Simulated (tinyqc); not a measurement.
From a target to a composition: virtual-crystal alloy in the empirical-pseudopotential method. Two cases, with inputs chosen for the exercise.

Problem. The gap from the valence top to the fifth band at L = (1/2,1/2,1/2) is given; it is monotonic in x. Find x.

Empirical pseudopotential on the fcc lattice, atoms at +/- tau, tau = a (1,1,1)/8, no spin-orbit coupling. H(G,G') = c (2 pi/a)^2 |k + G|^2 delta + VS(q) cos(q.tau) + i VA(q) sin(q.tau), q = G - G', c = hbar^2/2m0; k and G in units of 2 pi/a; VS at |q|^2 = 3, 8, 11 and VA at 3, 4, 11, in rydberg, zero elsewhere. At each k the basis holds all G with |k + G|^2 up to 16; energies are counted from the fourth level at Gamma.

Virtual crystal A(1-x)B(x): a = (1 - x) a_A + x a_B. Rule linear: V = (1 - x) V_A + x V_B. Rule volume: V = [(1 - x) a_A^3 V_A + x a_B^3 V_B]/a^3, since a form factor is an atomic potential divided by the cell volume.

Constants: hbar^2/2m0 = 3.80998211 eV angstrom^2; Ry = 13.60569312 eV.

Find: x; a.

Case 1.

Values chosen (classic local form factors of the size used for Si (A) and Ge (B), which place X and L only to a few tenths of an eV; shifted at random, so the results belong to these values and not to a real crystal):
- a = (5.425, 5.654) angstrom (lattice constants of A, B)
- VSA = (-0.214, 0.04, 0.08) Ry (symmetric form factors of A)
- VAA = (0, 0, 0) Ry (antisymmetric form factors of A)
- VSB = (-0.228, 0.01, 0.059) Ry (symmetric form factors of B)
- VAB = (0, 0, 0) Ry (antisymmetric form factors of B)
- rule = volume (mixing rule)

gap to L = 1.53360 eV

Solution.

x = 0.32
a = 5.498 angstrom

Bisect on x between the ends, where the gap to L is 1.859 and 0.868 eV; a straight line between them would give x = 0.33.

Case 2.

Values chosen (classic local form factors of the size used for Si (A) and Ge (B), which place X and L only to a few tenths of an eV; shifted at random, so the results belong to these values and not to a real crystal):
- a = (5.44, 5.651) angstrom (lattice constants of A, B)
- VSA = (-0.208, 0.04, 0.081) Ry (symmetric form factors of A)
- VAA = (0, 0, 0) Ry (antisymmetric form factors of A)
- VSB = (-0.228, 0.01, 0.06) Ry (symmetric form factors of B)
- VAB = (0, 0, 0) Ry (antisymmetric form factors of B)
- rule = linear (mixing rule)

gap to L = 1.61420 eV

Solution.

x = 0.27
a = 5.497 angstrom

Bisect on x between the ends, where the gap to L is 1.852 and 0.902 eV; a straight line between them would give x = 0.25.

Computed by tinyqc, one run a case: `OMP_NUM_THREADS=1 python tinyqc.py N N+1 out.jsonl` with N = 1050389, 1050463; one thread of a shared Intel(R) Xeon(R) Processor @ 2.30GHz, about 0.2 s a run at most.
